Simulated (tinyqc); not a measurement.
Inside a calculation. Method: RKS/LDA (VWN5) in the sto-6g basis, for BeH2, spin multiplicity 1. One step of it, computed by the program tinyqc.

Problem. Iteration 1: building the Kohn-Sham matrix. J_ij = sum D_kl (ij|kl); F = H + J + V_xc; E = tr D H + tr D J / 2 + E_xc + E_nn.

D at the start, order 1Be 1s, 1Be 2s, 1Be 2px, 1Be 2py, 1Be 2pz, 2H 1s, 3H 1s:
$$\begin{pmatrix}
2.138353 & -0.534788 & 0.000000 & 0.000000 & 0.000000 & -0.001939 & -0.001939 \\
-0.534788 & 2.018250 & 0.000000 & 0.000000 & 0.000000 & 0.074800 & 0.074800 \\
0.000000 & 0.000000 & 0.000000 & 0.000000 & 0.000000 & 0.000000 & 0.000000 \\
0.000000 & 0.000000 & 0.000000 & 2.141368 & 0.000000 & -0.081888 & 0.081888 \\
0.000000 & 0.000000 & 0.000000 & 0.000000 & 0.000000 & 0.000000 & 0.000000 \\
-0.001939 & 0.074800 & 0.000000 & -0.081888 & 0.000000 & 0.006064 & -0.000199 \\
-0.001939 & 0.074800 & 0.000000 & 0.081888 & 0.000000 & -0.000199 & 0.006064
\end{pmatrix}$$

core Hamiltonian H = T + V (hartree), order 1Be 1s, 1Be 2s, 1Be 2px, 1Be 2py, 1Be 2pz, 2H 1s, 3H 1s:
$$\begin{pmatrix}
-8.616307 & -2.028875 & 0.000000 & 0.000000 & 0.000000 & -0.340320 & -0.340320 \\
-2.028875 & -2.728226 & 0.000000 & 0.000000 & 0.000000 & -0.957469 & -0.957469 \\
0.000000 & 0.000000 & -2.226911 & 0.000000 & 0.000000 & 0.000000 & 0.000000 \\
0.000000 & 0.000000 & 0.000000 & -2.407152 & 0.000000 & -1.067623 & 1.067623 \\
0.000000 & 0.000000 & 0.000000 & 0.000000 & -2.226911 & 0.000000 & 0.000000 \\
-0.340320 & -0.957469 & 0.000000 & -1.067623 & 0.000000 & -1.975294 & -0.054137 \\
-0.340320 & -0.957469 & 0.000000 & 1.067623 & 0.000000 & -0.054137 & -1.975294
\end{pmatrix}$$

Two-electron integrals (ij|kl) in chemists' order, unique and non-zero (hartree):
```
(11|11) 2.299996    (21|11) 0.361879    (21|21) 0.071926    (22|11) 0.570332
(22|21) 0.139654    (22|22) 0.417773    (31|31) 0.015252    (32|31) 0.022555
(32|32) 0.092340    (33|11) 0.570332    (33|21) 0.139654    (33|22) 0.417773
(33|33) 0.450117    (41|41) 0.015252    (42|41) 0.022555    (42|42) 0.092340
(43|43) 0.024258    (44|11) 0.570332    (44|21) 0.139654    (44|22) 0.417773
(44|33) 0.401601    (44|44) 0.450117    (51|51) 0.015252    (52|51) 0.022555
(52|52) 0.092340    (53|53) 0.024258    (54|54) 0.024258    (55|11) 0.570332
(55|21) 0.139654    (55|22) 0.417773    (55|33) 0.401601    (55|44) 0.401601
(55|55) 0.450117    (61|11) 0.061449    (61|21) 0.011877    (61|22) 0.023030
(61|33) 0.022840    (61|41) 0.001179    (61|42) 0.002308    (61|44) 0.023411
(61|55) 0.022840    (61|61) 0.002075    (62|11) 0.164478    (62|21) 0.041014
(62|22) 0.135627    (62|33) 0.130325    (62|41) 0.005682    (62|42) 0.034856
(62|44) 0.146230    (62|55) 0.130325    (62|61) 0.007526    (62|62) 0.068525
(63|31) 0.003725    (63|32) 0.017498    (63|43) 0.005861    (63|63) 0.005852
(64|11) 0.182795    (64|21) 0.046113    (64|22) 0.159093    (64|33) 0.149773
(64|41) 0.009122    (64|42) 0.054156    (64|44) 0.177733    (64|55) 0.149773
(64|61) 0.008838    (64|62) 0.091073    (64|64) 0.124304    (65|51) 0.003725
(65|52) 0.017498    (65|54) 0.005861    (65|65) 0.005852    (66|11) 0.333976
(66|21) 0.084882    (66|22) 0.314350    (66|33) 0.292092    (66|41) 0.013102
(66|42) 0.105470    (66|44) 0.358867    (66|55) 0.292092    (66|61) 0.016017
(66|62) 0.206494    (66|64) 0.290198    (66|66) 0.774999    (71|11) 0.061449
(71|21) 0.011877    (71|22) 0.023030    (71|33) 0.022840    (71|41) -0.001179
(71|42) -0.002308   (71|44) 0.023411    (71|55) 0.022840    (71|61) 0.001876
(71|62) 0.006214    (71|64) 0.006748    (71|66) 0.012751    (71|71) 0.002075
(72|11) 0.164478    (72|21) 0.041014    (72|22) 0.135627    (72|33) 0.130325
(72|41) -0.005682   (72|42) -0.034856   (72|44) 0.146230    (72|55) 0.130325
(72|61) 0.006214    (72|62) 0.033908    (72|64) 0.036665    (72|66) 0.074728
(72|71) 0.007526    (72|72) 0.068525    (73|31) 0.003725    (73|32) 0.017498
(73|43) -0.005861   (73|63) 0.002208    (73|73) 0.005852    (74|11) -0.182795
(74|21) -0.046113   (74|22) -0.159093   (74|33) -0.149773   (74|41) 0.009122
(74|42) 0.054156    (74|44) -0.177733   (74|55) -0.149773   (74|61) -0.006748
(74|62) -0.036665   (74|64) -0.038535   (74|66) -0.080293   (74|71) -0.008838
(74|72) -0.091073   (74|74) 0.124304    (75|51) 0.003725    (75|52) 0.017498
(75|54) -0.005861   (75|65) 0.002208    (75|75) 0.005852    (76|11) 0.009032
(76|21) 0.002195    (76|22) 0.006650    (76|33) 0.006517    (76|44) 0.006917
(76|55) 0.006517    (76|61) 0.000365    (76|62) 0.002303    (76|64) 0.002779
(76|66) 0.005741    (76|71) 0.000365    (76|72) 0.002303    (76|74) -0.002779
(76|76) 0.000109    (77|11) 0.333976    (77|21) 0.084882    (77|22) 0.314350
(77|33) 0.292092    (77|41) -0.013102   (77|42) -0.105470   (77|44) 0.358867
(77|55) 0.292092    (77|61) 0.012751    (77|62) 0.074728    (77|64) 0.080293
(77|66) 0.167560    (77|71) 0.016017    (77|72) 0.206494    (77|74) -0.290198
(77|76) 0.005741    (77|77) 0.774999
```

nuclear repulsion = 2.84864236 hartree

V_xc (hartree), order 1Be 1s, 1Be 2s, 1Be 2px, 1Be 2py, 1Be 2pz, 2H 1s, 3H 1s:
$$\begin{pmatrix}
-1.434839 & -0.200735 & 0.000000 & 0.000000 & 0.000000 & -0.035590 & -0.035590 \\
-0.200735 & -0.361712 & 0.000000 & 0.000000 & 0.000000 & -0.120771 & -0.120771 \\
0.000000 & 0.000000 & -0.339825 & 0.000000 & 0.000000 & 0.000000 & 0.000000 \\
0.000000 & 0.000000 & 0.000000 & -0.403798 & 0.000000 & -0.144527 & 0.144527 \\
0.000000 & 0.000000 & 0.000000 & 0.000000 & -0.339825 & 0.000000 & 0.000000 \\
-0.035590 & -0.120771 & 0.000000 & -0.144527 & 0.000000 & -0.268142 & -0.006113 \\
-0.035590 & -0.120771 & 0.000000 & 0.144527 & 0.000000 & -0.006113 & -0.268142
\end{pmatrix}$$

E_xc = sum of w rho eps_xc = -3.38049458 hartree

Give: Coulomb J; Kohn-Sham matrix F; total energy of this density.

Solution.

Coulomb J (hartree), order 1Be 1s, 1Be 2s, 1Be 2px, 1Be 2py, 1Be 2pz, 2H 1s, 3H 1s:
$$\begin{pmatrix}
6.896 & 1.276 & 0.000 & 0.000 & 0.000 & 0.215 & 0.215 \\
1.276 & 2.800 & 0.000 & 0.000 & 0.000 & 0.891 & 0.891 \\
0.000 & 0.000 & 2.767 & 0.000 & 0.000 & 0.000 & 0.000 \\
0.000 & 0.000 & 0.000 & 2.867 & 0.000 & 1.038 & -1.038 \\
0.000 & 0.000 & 0.000 & 0.000 & 2.767 & 0.000 & 0.000 \\
0.215 & 0.891 & 0.000 & 1.038 & 0.000 & 2.013 & 0.045 \\
0.215 & 0.891 & 0.000 & -1.038 & 0.000 & 0.045 & 2.013
\end{pmatrix}$$

Kohn-Sham matrix F (hartree), order 1Be 1s, 1Be 2s, 1Be 2px, 1Be 2py, 1Be 2pz, 2H 1s, 3H 1s:
$$\begin{pmatrix}
-3.155 & -0.954 & 0.000 & 0.000 & 0.000 & -0.161 & -0.161 \\
-0.954 & -0.290 & 0.000 & 0.000 & 0.000 & -0.187 & -0.187 \\
0.000 & 0.000 & 0.200 & 0.000 & 0.000 & 0.000 & 0.000 \\
0.000 & 0.000 & 0.000 & 0.056 & 0.000 & -0.174 & 0.174 \\
0.000 & 0.000 & 0.000 & 0.000 & 0.200 & 0.000 & 0.000 \\
-0.161 & -0.187 & 0.000 & -0.174 & 0.000 & -0.230 & -0.015 \\
-0.161 & -0.187 & 0.000 & 0.174 & 0.000 & -0.015 & -0.230
\end{pmatrix}$$

total energy of this density = -14.84442 hartree
